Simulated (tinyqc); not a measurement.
Input admittance of a MOSFET at zero drain bias: distributed channel and distributed gate: one step of the calculation.

Source and drain grounded, strong inversion, w = 2 pi f, Cox = eps0 eox/tox. The channel is an RC line of resistance 1/(mu Cox Vo) per square fed from both ends, so one finger has the intrinsic admittance y = i w Cox L tanh(g)/g per width, g = (1/2) sqrt(i w tau), tau = L^2/(mu Vo). The vertical resistance rv/L is in series with y, the overlaps 2 i w Cov in parallel: y_t = 1/(1/y + rv/L) + 2 i w Cov. The gate strip is a line of Rsh/L per length loaded by y_t, so a finger has Y = y_t Wf tanh(k)/k, k = (Wf/sd) sqrt(y_t Rsh/L); the device has Nf Y.

Task. Low-frequency resistances and capacitance. Low-frequency limits, with c = Cox L and ct = c + 2 Cov: R_strip = Rsh Wf/(3 sd^2 L Nf), R_ch = (c/ct)^2 L/(12 mu Cox Vo Wf Nf), R_vert = (c/ct)^2 rv/(L Wf Nf), C = ct Wf Nf.

Values chosen for this exercise; values of the order met in silicon radio-frequency transistors:
- eox = 9.2 (relative permittivity of the gate insulator (close to aluminium oxide))
- tox = 18 nm (insulator thickness)
- L = 1.1 um (channel length)
- Wf = 16 um (finger width)
- Nf = 1 (number of fingers)
- mu = 110 cm^2/(V s) (channel mobility)
- Vo = 0.21 V (gate overdrive)
- Rsh = 5.2 ohm/square (sheet resistance of the gate)
- rv = 1.6 ohm um^2 (vertical resistivity of the gate stack)
- sd = 2 (number of ends at which a finger is contacted)
- Cov = 0.3 fF/um (overlap and fringe capacitance on each side)

Constants: eps0 = 8.8541878128e-14 F/cm where lengths are in cm. Results are converted to the units shown.

Wanted: parts; sum; C; 1/(2 pi R C).

Result.

parts (ohm): strip 6.303, channel 436.5, vertical 0.07240
sum = 442.9 ohm
C = 89.25 fF
1/(2 pi R C) = 4.027 GHz

The channel term is the largest, 98.6 % of the sum.

Computed by the program tinyqc: `OMP_NUM_THREADS=1 python tinyqc.py 2262117 2262118 out.jsonl`, one thread of a shared Intel Xeon 2.30GHz, about 0.01 s for the whole run.
